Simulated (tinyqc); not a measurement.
Inside a calculation. Method: geometry optimisation on the RHF/sto-3g surface (energies and gradients from PySCF), for H3+, spin multiplicity 1. One step of it, computed by the program tinyqc.

Question. Step 2: move. Quasi-Newton step p = -H^(-1) g (the inverse Hessian comes from BFGS updates; coordinates in the order x, y, z of each atom); steps longer than 0.3 bohr are cut back.

positions after step 1 (bohr):
```
            x          y          z
1H  -0.069068  -0.021082   0.068884
2H   0.013816  -0.076808   1.834381
3H  -0.048682   1.507626  -0.788327
```

gradient (hartree/bohr):
```
              x            y            z
1H  -0.00034192  -0.00374945  -0.00395134
2H   0.00089712  -0.01560335   0.03166908
3H  -0.00055520   0.01935280  -0.02771774
```

inverse Hessian in use (bohr^2/hartree):
```
           1          2          3          4          5          6          7          8
1   1.000071   0.000194   0.001317  -0.000509   0.011218  -0.019945   0.000437  -0.011412
2   0.000194   0.993032   0.009856  -0.005480   0.131919  -0.224105   0.005286  -0.124951
3   0.001317   0.009856   1.019063  -0.005964   0.122188  -0.225982   0.004647  -0.132044
4  -0.000509  -0.005480  -0.005964   1.001390  -0.024568   0.049386  -0.000881   0.030048
5   0.011218   0.131919   0.122188  -0.024568   1.391476  -0.837271   0.013350  -0.523396
6  -0.019945  -0.224105  -0.225982   0.049386  -0.837271   2.725212  -0.029441   1.061377
7   0.000437   0.005286   0.004647  -0.000881   0.013350  -0.029441   1.000443  -0.018636
8  -0.011412  -0.124951  -0.132044   0.030048  -0.523396   1.061377  -0.018636   1.648347
9   0.018628   0.214249   0.206919  -0.043423   0.715083  -1.499231   0.024794  -0.929333

           9
1   0.018628
2   0.214249
3   0.206919
4  -0.043423
5   0.715083
6  -1.499231
7   0.024794
8  -0.929333
9   2.292312
```

Give: positions after step 2.

Answer.

positions after step 2 (bohr):
```
          x       y        z
1H  -0.0672  0.0002   0.0903
2H   0.0091  0.0024   1.6711
3H  -0.0459  1.4072  -0.6465
```
